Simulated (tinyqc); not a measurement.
What each parameter does: four-band model of biased bilayer graphene near K.

Basis A1, B1, A2, B2, with B1 below A2; p = kx + i ky, v_j = (sqrt3/2) a g_j. Diagonal -U/2, -U/2, U/2, U/2; <A1|B1> = <A2|B2> = v0 p*, <B1|A2> = g1, <A1|B2> = v3 p, <A1|A2> = <B1|B2> = -v4 p*.

Inputs chosen for the exercise (near those used for Bernal bilayer graphene; not measured data): a = 2.46 angstrom (lattice constant); g0 = 3.05 eV (hopping in a layer); g1 = 0.307 eV (hopping of the dimer sites); g3 = 0.34 eV (skew hopping A1-B2); g4 = 0.04 eV (skew hopping A1-A2); U = 0.14 eV (potential difference of the layers); k = (-0.032, 0.046) 1/angstrom (wave vector from K).

The four levels at k.

Results for these values:

| case | band 1 (eV) | band 2 (eV) | band 3 (eV) | band 4 (eV) |
|---|---|---|---|---|
| base | -0.5779 | -0.2000 | 0.2084 | 0.5695 |

What happens to each result for g1 = 0.3377 eV, all else kept?

Answer: band 1 falls from -0.5779 to -0.5977; band 2 rises from -0.2000 to -0.1919; band 3 falls from 0.2084 to 0.2002; band 4 rises from 0.5695 to 0.5893.

The same for each parameter in turn:

| case | band 1 (eV) | band 2 (eV) | band 3 (eV) | band 4 (eV) |
|---|---|---|---|---|
| base | -0.5779 | -0.2000 | 0.2084 | 0.5695 |
| g0 = 3.203 eV | -0.5952 | -0.2168 | 0.2253 | 0.5868 |
| g1 = 0.3377 eV | -0.5977 | -0.1919 | 0.2002 | 0.5893 |
| g3 = 0.44 eV | -0.5815 | -0.1925 | 0.2009 | 0.5731 |
| g4 = 0.09 eV | -0.5832 | -0.1948 | 0.2136 | 0.5643 |
| U = 0.19 eV | -0.5877 | -0.1920 | 0.2000 | 0.5797 |

Only g4 breaks the mirror symmetry between the upper and lower bands.

(tinyqc, `OMP_NUM_THREADS=1 python tinyqc.py 1450573 1450574 out.jsonl`, Intel(R) Xeon(R) Processor @ 2.30GHz, 1 thread, shared host, about 0.06 s.)
